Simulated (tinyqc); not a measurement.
Worked calculation: electrons shared among three sets of ellipsoidal valleys. Values are carried at full precision from step to step, so a last printed digit may differ when a step is redone from the rounded ones.

Constants: hbar^2/2m0 = 3.80998211 eV angstrom^2; kB = 8.617333262e-05 eV/K.

Values chosen for the exercise (masses and offsets near those of Si; mobilities are free inputs, held fixed; shifted at random, so the results belong to these values and not to a real crystal): ml = (0.896, 0.896, 1.77) m0 (longitudinal masses of Delta2, Delta4, L); mt = (0.1916, 0.1916, 0.1213) m0 (transverse masses); M = (2, 4, 4) (valleys in each set); T = 77 K; dE = (0, 0.118, 0.95) eV (edges of Delta2, Delta4, L above the first, the first two split by strain); n = 1.2e+16 1/cm^3 (total electron density); mu = (2000, 1000, 480) cm^2/(V s) (mobility of each set, for current in the plane normal to the Delta2 axis).

## Masses of each set

One valley: m_d = (ml mt^2)^(1/3). Whole set: m_de = M^(2/3) m_d. Mean over three axes: 1/m_c = (1/ml + 2/mt)/3. Anisotropy K = ml/mt.

m_d, m_de, m_c (m0) and K of each set:
```
set        m_d    m_de     m_c      K
Delta2  0.3204  0.5086  0.2596   4.68
Delta4  0.3204  0.8074  0.2596   4.68
L       0.2964  0.7469  0.1759  14.59
```

m_de/m_c is 1.96 for Delta2, 3.11 for Delta4, 4.25 for L: many anisotropic valleys give many states at a light conductivity mass. m_c is the mean over three axes; a set that holds only some of the equivalent valleys conducts with a mass that depends on direction.

## Effective densities of states

N_i = M_i times N = 2 (m kB T/(4 pi c))^(3/2) with c = hbar^2/2m0, in 1/angstrom^3; times 1e24 for 1/cm^3, with m = (ml mt^2)^(1/3).

kT = 0.006635 eV

N_i (1/cm^3): Delta2 1.1836e+18, Delta4 2.3672e+18, L 2.1064e+18

## Fermi level and populations

F_j(eta) = (1/Gamma(j + 1)) integral_0^infinity x^j dx/(1 + exp(x - eta)), which tends to exp(eta) for eta << 0.

Solve n = sum_i N_i F_1/2((EF - dE_i)/kT), energies from the edge of the first set.

EF = -0.0304 eV

eta_i: Delta2 -4.59, Delta4 -22.37, L -147.76

n_i (1/cm^3): Delta2 1.20e+16, Delta4 4.55e+08, L 1.42e-46

shares: Delta2 1.0000, Delta4 0.0000, L 0.0000

Delta2 holds most electrons (100.0 %). Boltzmann weights N_i exp(-dE_i/kT) would give Delta4 a share of 0.0000.

## Drift and Hall mobility of the mixture

With f_i the shares, mu_drift = sum f_i mu_i; low-field Hall mobility mu_H = sum f_i mu_i^2/mu_drift (scattering and anisotropy factors set to 1); the Hall density is n mu_drift/mu_H; rho = 1/(e n mu_drift), e = 1.602176634e-19 C.

mu_drift = 2000 cm^2/(V s)
mu_H = 2000 cm^2/(V s)
Hall density = 1.20e+16 1/cm^3
rho = 0.260 ohm cm

A Hall measurement would read 100.0 % of the true density.

## Checks

- Share of Delta4 at n = 1e10 1/cm^3 against the Boltzmann weight: both 3.782e-08.

Run: tinyqc, `OMP_NUM_THREADS=1 python tinyqc.py 1651855 1651856 out.jsonl`; Intel(R) Xeon(R) Processor @ 2.30GHz, one thread, shared host; about 0.03 s of CPU time with all checks.
